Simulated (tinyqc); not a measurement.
Inside a calculation. Method: lattice vibrations of a chain. One step of it, computed by the program tinyqc.

Task: Frequencies. omega^2 are the eigenvalues; wavenumber = 521.4708 sqrt(eigenvalue) 1/cm.

D(q) (eV/(angstrom^2 u)):
```
                     1                    2                    3
1             0.600715  -0.318967+0.002506i  -0.458300+0.324942i
2  -0.318967-0.002506i             0.386082  -0.257672+0.005812i
3  -0.458300-0.324942i  -0.257672-0.005812i             1.980769
```

Give: eigenvalues; wavenumbers; weights |e|^2 of the mass-weighted modes.

Result:

eigenvalues: 0.011  0.760  2.196

wavenumbers (1/cm): 55.9  454.6  772.8

weights |e|^2 of the mass-weighted modes:
```
        mode 1  mode 2  mode 3
atom 1   0.411   0.486   0.103
atom 2   0.517   0.474   0.009
atom 3   0.073   0.039   0.888
```
